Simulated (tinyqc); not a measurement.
Vacancy excess varied: nucleation and growth of vacancy voids in a cooling silicon-like crystal. Computed by tinyqc, a small Python program. Command: `OMP_NUM_THREADS=1 python tinyqc.py 3030088 3030089 out.jsonl voids walk`. One thread of a shared host (Intel(R) Xeon(R) Processor @ 2.30GHz), about 0.5 s of CPU time with the checks.

Spherical voids; vacancies are lost only to voids.

Inputs (values chosen for the exercise, for a model crystal):
```
quantity                                    value    unit
vacancy density at the melting point C_m  7.2e+14  1/cm^3
formation energy E_f                         4.09      eV
melting point T_m                            1685       K
diffusion prefactor D0                    0.00032  cm^2/s
migration energy E_m                          0.4      eV
site density rho                            5e+22  1/cm^3
void surface energy gamma                   0.933   J/m^2
cooling rate q                                2.5   K/min
vacancy excess C0                         1.9e+14  1/cm^3
temperature step                              0.2       K
```

Vacancy supply: given.

Constants: k_B = 8.617333262e-05 eV/K; k_B = 1.380649e-23 J/K.

Method:
- C = C0 as given.
- C_e = C_m exp[-(E_f/k_B)(1/T - 1/T_m)]; D = D0 exp(-E_m/(k_B T)); f = k_B T ln(C/C_e); r* = 2 gamma/(rho f); W* = 16 pi gamma^3/(3 rho^2 f^2); Z = f/sqrt(12 pi W* k_B T); I = rho Z (4 pi r* D C) exp(-W*/(k_B T)).
- March down from 1500 K in steps dT, dt = dT/q, with values at the upper end of each step: a class of I dt voids is born with r*; then all classes grow by r^2 += 2 D (C - C_e) dt/rho; C falls by the vacancies added to voids. Stop at 1150 K. T_n is the T of the largest I, N the final count (classes under 1e-6 /cm^3 are dropped), and the mean radius the number average.

initial excess C = 1.90e+14 1/cm^3

At fixed q:
```
C (1/cm^3)  T_n (K)  N (1/cm^3)  mean radius (nm)
7.60e+13     1368.2  8.3720e+06             34.81
1.10e+14     1388.0  6.3941e+06             43.09
1.90e+14     1417.8  4.2940e+06             59.08
3.00e+14     1443.4  3.0794e+06             76.90
4.80e+14     1470.6  2.1877e+06            100.85
```

What follows from these numbers?

More vacancies nucleate earlier (T_n rises by 102 K) and give fewer, larger voids: N goes as C^-0.73 and the radius as C^0.58, steeper than the -1/2 and +1/2 of the scaling argument at fixed D, because D rises with T_n.

Extremes, crossings and ranges named in words are read from the listed rows.
